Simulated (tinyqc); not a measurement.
RKS/LDA (PW92) in the 6-31g basis, for H3+, spin multiplicity 1, step by step (part 2 of 2). Computed by tinyqc, a small Python program that keeps every step (integrals from PySCF). Command: `OMP_NUM_THREADS=1 python tinyqc.py 27965 27966 out.jsonl` (the two numbers bound the seeds that draw the settings). One thread of a shared host (Intel(R) Xeon(R) Processor @ 2.60GHz), about 0.6 s of CPU time with the checks.

Geometry (angstrom):
```
atom         x         y         z
H     0.000000  0.000000  0.000000
H     0.000000  0.000000  1.532000
H     0.000000  1.460000  0.766000
```

## Iteration 58 (converged): orbitals

converged F (hartree), order 1H 1s, 1H 2s, 2H 1s, 2H 2s, 3H 1s, 3H 2s:
$$\begin{pmatrix}
-0.339079 & -0.541111 & -0.097067 & -0.234810 & -0.068853 & -0.203018 \\
-0.541111 & -0.523852 & -0.234810 & -0.351484 & -0.203684 & -0.320599 \\
-0.097067 & -0.234810 & -0.339079 & -0.541111 & -0.068853 & -0.203018 \\
-0.234810 & -0.351484 & -0.541111 & -0.523852 & -0.203684 & -0.320599 \\
-0.068853 & -0.203684 & -0.068853 & -0.203684 & -0.345182 & -0.543260 \\
-0.203018 & -0.320599 & -0.203018 & -0.320599 & -0.543260 & -0.518539
\end{pmatrix}$$

X, order 1H 1s, 1H 2s, 2H 1s, 2H 2s, 3H 1s, 3H 2s:
$$\begin{pmatrix}
1.261090 & -0.514546 & 0.033161 & 0.016770 & 0.028568 & 0.025209 \\
-0.514546 & 1.480186 & 0.016770 & -0.304244 & 0.021057 & -0.252491 \\
0.033161 & 0.016770 & 1.261090 & -0.514546 & 0.028568 & 0.025209 \\
0.016770 & -0.304244 & -0.514546 & 1.480186 & 0.021057 & -0.252491 \\
0.028568 & 0.021057 & 0.028568 & 0.021057 & 1.259597 & -0.509643 \\
0.025209 & -0.252491 & 0.025209 & -0.252491 & -0.509643 & 1.443651
\end{pmatrix}$$

Diagonalise F' = X^T F X, C = X C', fill 1 alpha and 1 beta electrons from the bottom; D = 2 C_occ C_occ^T. Each column has its largest component positive (the first on a tie).

F' = X^T F X (hartree):
$$\begin{pmatrix}
0.013306 & -0.487848 & 0.027201 & -0.051542 & 0.034889 & -0.038755 \\
-0.487848 & -0.119981 & -0.051542 & -0.083616 & -0.042500 & -0.078824 \\
0.027201 & -0.051542 & 0.013306 & -0.487848 & 0.034889 & -0.038755 \\
-0.051542 & -0.083616 & -0.487848 & -0.119981 & -0.042500 & -0.078824 \\
0.034889 & -0.042500 & 0.034889 & -0.042500 & 0.005852 & -0.488796 \\
-0.038755 & -0.078824 & -0.038755 & -0.078824 & -0.488796 & -0.126773
\end{pmatrix}$$

orbital energies (hartree): MO1 -0.707794, MO2 -0.489730, MO3 -0.461580, MO4 0.411320, MO5 0.413058, MO6 0.500455

coefficients C, order 1H 1s, 1H 2s, 2H 1s, 2H 2s, 3H 1s, 3H 2s:
$$\begin{pmatrix}
0.235903 & -0.192629 & 0.336954 & -0.884033 & 0.469175 & 0.806228 \\
0.272598 & -0.329081 & 0.641410 & 1.149712 & -0.603263 & -0.577039 \\
0.235903 & -0.192629 & -0.336954 & 0.884033 & 0.469175 & 0.806228 \\
0.272598 & -0.329081 & -0.641410 & -1.149712 & -0.603263 & -0.577039 \\
0.227771 & 0.395068 & 0.000000 & 0.000000 & -1.066311 & 0.709832 \\
0.265826 & 0.690183 & 0.000000 & 0.000000 & 1.311721 & -0.452779
\end{pmatrix}$$

D after iteration 58, order 1H 1s, 1H 2s, 2H 1s, 2H 2s, 3H 1s, 3H 2s:
$$\begin{pmatrix}
0.111300 & 0.128613 & 0.111300 & 0.128613 & 0.107464 & 0.125418 \\
0.128613 & 0.148619 & 0.128613 & 0.148619 & 0.124180 & 0.144927 \\
0.111300 & 0.128613 & 0.111300 & 0.128613 & 0.107464 & 0.125418 \\
0.128613 & 0.148619 & 0.128613 & 0.148619 & 0.124180 & 0.144927 \\
0.107464 & 0.124180 & 0.107464 & 0.124180 & 0.103760 & 0.121095 \\
0.125418 & 0.144927 & 0.125418 & 0.144927 & 0.121095 & 0.141327
\end{pmatrix}$$

## Convergence

Stop when the energy changes by less than 1e-09 hartree and every element of the error matrix X^T (F D S - S D F) X is below 9e-06.

Course of the cycle:
```
iteration  E (hartree)     change  largest element of the error matrix
1           0.33174033          -                             4.95e-01
2          -0.12296058  -4.55e-01                             3.50e-01
3          -0.43364130  -3.11e-01                             2.24e-01
4          -0.65366972  -2.20e-01                             1.47e-01
5          -0.80724411  -1.54e-01                             1.06e-01
6          -0.91543913  -1.08e-01                             7.66e-02
7          -0.99105711  -7.56e-02                             5.35e-02
8          -1.04392948  -5.29e-02                             3.78e-02
9          -1.08091286  -3.70e-02                             2.65e-02
10         -1.10680172  -2.59e-02                             1.85e-02
11         -1.12491270  -1.81e-02                             1.30e-02
12         -1.13758760  -1.27e-02                             9.10e-03
13         -1.14645896  -8.87e-03                             6.37e-03
14         -1.15266844  -6.21e-03                             4.46e-03
...                ...        ...                                  ...
45         -1.16715591  -9.80e-08                             7.02e-08
46         -1.16715598  -6.86e-08                             4.91e-08
47         -1.16715603  -4.80e-08                             3.44e-08
48         -1.16715606  -3.36e-08                             2.41e-08
49         -1.16715608  -2.35e-08                             1.69e-08
50         -1.16715610  -1.65e-08                             1.18e-08
51         -1.16715611  -1.15e-08                             8.26e-09
52         -1.16715612  -8.07e-09                             5.78e-09
53         -1.16715613  -5.65e-09                             4.05e-09
54         -1.16715613  -3.95e-09                             2.83e-09
55         -1.16715613  -2.77e-09                             1.98e-09
56         -1.16715613  -1.94e-09                             1.39e-09
57         -1.16715614  -1.36e-09                             9.71e-10
58         -1.16715614  -9.49e-10                             6.80e-10
```

PySCF RKS in the same basis, fine grid = -1.16676072 hartree

Converged in 58 iterations. The coarse grid moves the energy by -3.95e-04 hartree.

## Populations, bond orders and dipole

overlap S, order 1H 1s, 1H 2s, 2H 1s, 2H 2s, 3H 1s, 3H 2s:
$$\begin{pmatrix}
1.000000 & 0.658292 & 0.048644 & 0.219040 & 0.031301 & 0.184102 \\
0.658292 & 1.000000 & 0.219040 & 0.508716 & 0.184102 & 0.457126 \\
0.048644 & 0.219040 & 1.000000 & 0.658292 & 0.031301 & 0.184102 \\
0.219040 & 0.508716 & 0.658292 & 1.000000 & 0.184102 & 0.457126 \\
0.031301 & 0.184102 & 0.031301 & 0.184102 & 1.000000 & 0.658292 \\
0.184102 & 0.457126 & 0.184102 & 0.457126 & 0.658292 & 1.000000
\end{pmatrix}$$

Mulliken: Z minus the diagonal of D S on the atom; Loewdin: the same with S^(1/2) D S^(1/2); Mayer order: 2 sum_s sum (D(s) S)_ij (D(s) S)_ji over the two atoms.

Charges (e):
```
atom  Mulliken   Loewdin
1H    0.317824  0.317143
2H    0.317824  0.317143
3H    0.364352  0.365714
```

Mayer bond orders:
```
pair     order
2-1   0.465364
3-1   0.433624
3-2   0.433624
```

dipole moment about the origin, x y z (debye): [0.000000, 2.557080, 3.679255]
